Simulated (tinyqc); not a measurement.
Ellipsometry and reflectance of a transparent film on an absorbing substrate: two steps of the calculation.

Air (index 1), film, substrate with N2 = n2 - i k2; time factor exp(+i w t). q_j = sqrt(N_j^2 - sin^2 th), root with positive real part. Fresnel coefficients r_s = (q_a - q_b)/(q_a + q_b), r_p = (N_b^2 q_a - N_a^2 q_b)/(N_b^2 q_a + N_a^2 q_b). tan(Psi) exp(i Delta) = R_p/R_s, Delta taken from 0 to 360 degrees.

Parameters, values chosen for the exercise; indices close to those of silicon dioxide on silicon:
- lam = 546.1 nm (wavelength)
- th = 70 degrees (angle of incidence)
- n1 = 1.452 (index of the transparent film)
- d = 3.3 nm (film thickness)
- n2 = 4.086 (index of the substrate)
- k2 = 0.031 (extinction coefficient of the substrate)

Task 1. Interface coefficients and thickness period. q0, q1, q2 and the coefficients r01 and r12 for p and s; the results repeat in d with the period lam/(2 q1).

Give: q0; q1; q2; r01,p; r01,s; r12,p; r12,s; period.

Result 1.

q0 = 0.34202
q1 = 1.1069
q2 = 3.9765-0.0319i
r01,p = -0.21107
r01,s = -0.52790
r12,p = 0.37587-0.00308i
r12,s = -0.56451+0.00273i
period = 246.67 nm

Task 2. Psi, Delta and reflectances. beta = 2 pi d q1/lam, X = exp(-2 i beta), R = (r01 + r12 X)/(1 + r01 r12 X) for p and s.

q1 = 1.1069245
r01,p = -0.21107252
r01,s = -0.52790446
r12,p = 0.37586517-0.00307559i
r12,s = -0.56451230+0.00272886i

Wanted: beta; X; R_p; R_s; Psi; Delta; |R_p|^2; |R_s|^2.

Result 2.

beta = 0.04203 rad
X = 0.9965-0.0840i
R_p = 0.1769-0.0390i
R_s = -0.8411+0.0215i
Psi = 12.15 degrees
Delta = 169.0 degrees
|R_p|^2 = 0.03281
|R_s|^2 = 0.7079

The bare substrate gives Psi = 12.01 and Delta = 178.97 degrees.

tinyqc, about 0.01 s, one thread, Intel Xeon 2.30GHz (shared host): `OMP_NUM_THREADS=1 python tinyqc.py 2870222 2870223 out.jsonl`
